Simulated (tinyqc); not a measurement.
Conductance against temperature: thermal boundary conductance by the acoustic and diffuse mismatch models. Computed by tinyqc, a small Python program. Command: `OMP_NUM_THREADS=1 python tinyqc.py 3019891 3019892 out.jsonl kapitza walk`. One thread of a shared host (Intel(R) Xeon(R) Processor @ 2.30GHz), about 0.01 s of CPU time with the checks.

Each side has one longitudinal and two transverse Debye branches, omega = v q up to q_D = (6 pi^2 n)^(1/3), with n counting all atoms. Scattering at the interface is elastic. Electrons are left out of G, also for metals. Melting is ignored. G refers to the temperatures of the phonons sent towards the interface. Linear branches over all atoms overstate G at high T, most for crystals with several atoms a cell.

Inputs (values chosen for the exercise, modelled on titanium nitride (side 1) and gallium nitride (side 2)):
```
quantity                    value    unit
density rho_1                5.24  g/cm^3
longitudinal velocity vL_1  10400     m/s
transverse velocity vT_1     6340     m/s
atom density n_1              106  1/nm^3
density rho_2                6.19  g/cm^3
longitudinal velocity vL_2   8040     m/s
transverse velocity vT_2     4280     m/s
atom density n_2             90.2  1/nm^3
```

Structure: film on a substrate.

Constants: hbar = 1.054571817e-34 J s; k_B = 1.380649e-23 J/K.

Method:
- omega_c = v q_D for each branch, given as hbar omega_c/k_B; impedance Z = rho v.
- No mode conversion. t(theta) = 4 Z_1 Z_2 cos(theta_1) cos(theta_2)/N^2, with N = Z_2 cos(theta_1) + Z_1 cos(theta_2) for L (the form for pressure waves) and N = Z_1 cos(theta_1) + Z_2 cos(theta_2) for both T branches (the form for shear waves polarised along the interface); sin(theta_2) = (v_2/v_1) sin(theta_1), and t = 0 beyond the critical angle arcsin(v_1/v_2); the mean over the incoming flux is alpha = 2 int t sin(theta_1) cos(theta_1) d theta_1 (64 Gauss-Legendre points).
- G = (k_B^4 T^3/(8 pi^2 hbar^3)) int W(x) x^4 e^x/(e^x - 1)^2 dx, x = hbar omega/(k_B T). Acoustic mismatch: W = sum over the three branches of alpha(1 to 2)/v_1^2, each up to the lower of its two cut-offs. Diffuse mismatch: W = S_1 S_2/(S_1 + S_2), where S_i sums 1/v^2 over the branches of side i still below their cut-off. Radiation limit: W = min(S_1, S_2). The integral is split at the four cut-offs (64 Gauss-Legendre points a piece, x at most 45).

Branches:
```
branch     v (m/s)  cut-off (K)  Z (1e6 kg/(m^2 s))
L, side 1    10400      1465.36             54.4960
T, side 1     6340       893.31             33.2216
L, side 2     8040      1073.50             49.7676
T, side 2     4280       571.46             26.4932
```

Transmission:
```
branch  t at normal incidence  largest angle from side 1 (deg)  alpha, 1 to 2  alpha, 2 to 1
L                    0.997943                               90       0.941146       0.562474
T                    0.987304                               90       0.962715       0.438739
```

G (MW/(m^2 K)):
```
T (K)  acoustic mismatch  diffuse mismatch  radiation limit
2              0.0046154         0.0032654        0.0048111
5               0.072116          0.051022         0.075173
10               0.57693           0.40818          0.60138
20                4.6154            3.2654           4.8111
40                36.881            26.099           38.450
80                258.22            186.99           273.71
150               877.23            693.19           992.90
300               1781.8            1503.6           2129.1
600               2323.9            1991.9           2818.2
1000              2480.4            2131.8           3016.5
```

All three follow T^3 at the cold end (exponent 3.00 for the diffuse model) and flatten at high T (exponent 0.13 at the hot end); the lowest cut-off is 571 K. The ratio of diffuse to acoustic goes from 0.71 to 0.86. The plateau is set by the frequencies that both sides share.

Extremes, crossings and ranges named in words are read from the listed rows.
